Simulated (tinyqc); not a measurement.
# Worked calculation: six-transistor SRAM cell, nodal equations and margins

tinyqc, about 0.2 s, one thread, Intel Xeon 2.30GHz (shared host): `OMP_NUM_THREADS=1 python tinyqc.py 2340123 2340124 out.jsonl` Printed values are rounded.

Two cross-coupled inverters (pull-down bn, pull-up bp) hold the nodes Q and QB; access transistors (ba, threshold VTn, gate on the word line at Vdd when selected) join them to the bit lines. Transistor (EKV form, voltages against the body): I = 2 n b Vt^2 [F(vp - Vs) - F(vp - Vd)] from drain to source, F(v) = ln^2(1 + exp(v/(2 Vt))), vp = (Vg - VT + sg |Vd - Vs|)/n. n-channel bodies are at 0; for the p-channel device all voltages are counted down from Vdd. b in uA/V^2 gives I in uA. For an access transistor the bit line is the drain and the node the source. In a read both bit lines are at Vdd. The cell is symmetric (no mismatch).

Values chosen for this exercise:
- T = 350 K (temperature)
- Vdd = 0.9 V (supply voltage)
- n = 1.2 (slope factor)
- sg = 0.069 (drain-induced barrier lowering)
- VTn = 0.44 V (n-channel threshold)
- VTp = 0.37 V (p-channel threshold (magnitude))
- bn = 560 uA/V^2 (gain factor of the pull-down transistor)
- ba = 280 uA/V^2 (gain factor of the access transistor)
- bp = 280 uA/V^2 (gain factor of the pull-up transistor)

Constants: q = 1.602176634e-19 C, kB = 1.380649e-23 J/K, Vt = kB T/q. Results are converted to the units shown.

## Iteration 1: node voltages in a read by Newton steps

(Q, QB) at the start (V): Q 0.0000000, QB 0.9000000

F1 = In(gate QB, drain Q) - Ip(gate QB, drain Q) - Ia(bit line, Q), F2 the same with Q and QB exchanged; J by central differences with +/- 1e-6 V; solve J d = -F, limit each component to +/- 0.15 V and add.

F1, F2 (uA): [-31.80860, 0.00004]

J (uS):

|  | Q | QB |
|---|---|---|
| F1 | 411.719 | 0.003 |
| F2 | 0.001 | 148.315 |

(Q, QB) after iteration 1 (V): Q 0.0772580, QB 0.8999993

## Iteration 2: node voltages in a read by Newton steps

As before.

F1, F2 (uA): [-2.921185, 0.000202]

J (uS):

|  | Q | QB |
|---|---|---|
| F1 | 335.984 | 43.782 |
| F2 | 0.008 | 126.564 |

(Q, QB) after iteration 2 (V): Q 0.0859527, QB 0.8999971

## Course of the iteration: node voltages in a read by Newton steps

Stop when the largest change of (Q, QB) is below 1e-9 V, or after 30 iterations. The rule counts as met only at the stable state with Q low.

Course of the iteration:

| iteration | Q (V) | largest \|change\| of one entry (V) |
|---|---|---|
| 1 | 0.07725799 | 0.0773 |
| 2 | 0.08595270 | 8.69e-3 |
| 3 | 0.08606657 | 1.14e-4 |
| 4 | 0.08606659 | 1.96e-8 |
| 5 | 0.08606659 | < 1e-14 |

Converged in 5 iterations. At the end the number of correct digits about doubles with each step.

## Read current and disturbance

(Q, QB) (V): Q 0.08606659, QB 0.8999970

Iread = Ia(bit line at Vdd, source Q); cell ratio bn/ba; time to pull a bit line of 20 fF down by 0.1 V at that current.

Iread = 19.91151 uA
cell ratio = 2
time = 100.4444 ps

The read lifts the low node to 86.1 mV, against a balance point of 463 mV.

## The largest square in the read butterfly

| point | c (V) |
|---|---|
| 0 | 0.14 |
| 1 | 0.23 |
| 2 | 0.32 |
| 3 | 0.39 |
| 4 | 0.45 |
| 5 | 0.5 |
| 6 | 0.55 |

f(x) is the node voltage of one half-cell in a read for input x (In - Ip - Ia = 0). Static noise margin: side of the largest square between the curve (x, f(x)) and its mirror image (f(y), y); with h(c) the root x of f(x) - x = c, it is the maximum over c > 0 of h(c) - h(-c) + c.

| point | h(c) (V) | h(-c) (V) | side (V) |
|---|---|---|---|
| 0 | 0.4523472 | 0.4916991 | 0.1006480 |
| 1 | 0.4464226 | 0.5266423 | 0.1497803 |
| 2 | 0.4394062 | 0.5681090 | 0.1912973 |
| 3 | 0.4291267 | 0.6025948 | 0.2165319 |
| 4 | 0.4101014 | 0.6338706 | 0.2262307 |
| 5 | 0.3825849 | 0.6621016 | 0.2204834 |
| 6 | 0.3441188 | 0.6931928 | 0.2009260 |

The maximum over c is 226.3 mV, the read margin; with the word line off (no Ia) the same construction gives 360.8 mV.
